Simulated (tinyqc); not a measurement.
Resistance of a source-drain extension with a graded tip: one step of the calculation.

y runs along the channel, the gate covers y > 0. The doping is N0 for y < y0 and N0 10^(-(y - y0)/la) beyond, uniform over the depth xj. Sheet conductance s(y) = q mu(N) max(N - Nch, 0) xj + (for y > 0) ma Cox Vo, with mu(N) = u0 + (u1 - u0)/(1 + (N/Nr)^au) and Cox = eps0 eox/tox. Current is taken as one-dimensional; depletion of the tip, spreading and the contact are left out. The metallurgical junction lies at yj, where N = Nch.

Task. Sheet resistances and junction position. yj = y0 + la log10(N0/Nch); sheet resistance of the full extension 1/[q mu(N0)(N0 - Nch) xj] and of the gate-induced layer 1/(ma Cox Vo); metallurgical length Lg - 2 yj; ye is where the doped and the gate-induced conductances are equal.

Parameters, values chosen for the exercise; mobility law close to that of electrons in silicon:
- eox = 3.9 (relative permittivity of the gate insulator (close to silicon dioxide))
- tox = 3.3 nm (insulator thickness)
- N0 = 6e19 cm^-3 (active doping of the extension far from the gate)
- la = 3 nm/decade (lateral abruptness)
- y0 = -0.4 nm (position under the gate where the fall begins (gate edge at 0))
- xj = 29 nm (depth of the extension)
- Nch = 7.3e17 cm^-3 (channel doping)
- Vo = 0.54 V (gate overdrive)
- ma = 240 cm^2/(V s) (mobility of the gate-induced layer)
- u1 = 1414 cm^2/(V s) (mobility at low doping)
- u0 = 68.5 cm^2/(V s) (mobility at high doping)
- Nr = 9.2e16 cm^-3 (reference doping)
- au = 0.711 (exponent)
- Lg = 90 nm (gate length)

Constants: q = 1.602176634e-19 C, eps0 = 8.8541878128e-14 F/cm where lengths are in cm. Results are converted to the units shown.

Find: yj; sheet resistance of the extension; sheet resistance of the induced layer; metallurgical length; ye; N at ye.

Result.

yj = 5.344 nm
sheet resistance of the extension = 444.0 ohm/square
sheet resistance of the induced layer = 7374 ohm/square
metallurgical length = 79.31 nm
ye = 3.891 nm
N at ye = 2.227e18 cm^-3

The gate takes over 1.45 nm before the junction, where N is still 3.05 times the channel doping.

tinyqc, about 0.03 s, one thread, Intel Xeon 2.30GHz (shared host): `OMP_NUM_THREADS=1 python tinyqc.py 2282131 2282132 out.jsonl`
